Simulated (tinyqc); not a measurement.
What each parameter does: heterojunction of two tight-binding chains.

Left chain: hopping -t1, sites at 2 t1 (band bottom 0). Right chain: hopping -t2, sites at dE + 2 t2 (bottom dE). t = c/(m a^2), c = hbar^2/2m0. The bond across the interface is -tc with tc = f sqrt(t1 t2), and the last left site has the extra energy U. In a chain E = bottom + 2t (1 - cos(ka)); the surface Green function of a half chain is g = -exp(ika)/t, with Im k > 0 where cos(ka) > 1.

Constants: hbar^2/2m0 = 3.80998211 eV angstrom^2.

Values chosen for the exercise (masses and offset of the size met at InAs / GaSb; not measured data): a = 3 angstrom (site spacing); m1 = 0.024 m0 (mass on the left); m2 = 0.042 m0 (mass on the right); dE = 0.76 eV (band offset); f = 1 (factor on the interface hopping); U = 0.42 eV (extra energy on the last left site); E = 0.779 eV (electron energy).

T = 4 Im(S1) Im(S2) |G|^2 with G = 1/(E - 2 t1 - U - S1 - S2), S1 = -t1 exp(i k1 a), S2 = -(tc^2/t2) exp(i k2 a).

One parameter was then changed.

Results before and after:
```
case          T    k1 a    k2 a
base     0.5695  0.2105  0.0434
changed  0.3041  0.2105  0.0434
```

Which of these changes was made? (a) U = 0.62 eV; (b) f = 0.9; (c) dE = 0.71 eV; (d) a = 2.4 angstrom; (e) m1 = 0.0288 m0; (f) m2 = 0.0504 m0.

Answer: (b) f = 0.9. Of the candidates, run in turn, only this one gives the changed row.

All candidates:
```
case                   T    k1 a    k2 a
base              0.5695  0.2105  0.0434
m1 = 0.0288 m0    0.5363  0.2307  0.0434
m2 = 0.0504 m0    0.6039  0.2105  0.0476
dE = 0.71 eV      0.8122  0.2105  0.0828
f = 0.9           0.3041  0.2105  0.0434
U = 0.62 eV       0.5679  0.2105  0.0434
a = 2.4 angstrom  0.5689  0.1683  0.0347
```

Run: tinyqc, `OMP_NUM_THREADS=1 python tinyqc.py 1480312 1480313 out.jsonl`; Intel(R) Xeon(R) Processor @ 2.30GHz, one thread, shared host; about 0.01 s of CPU time with all checks.
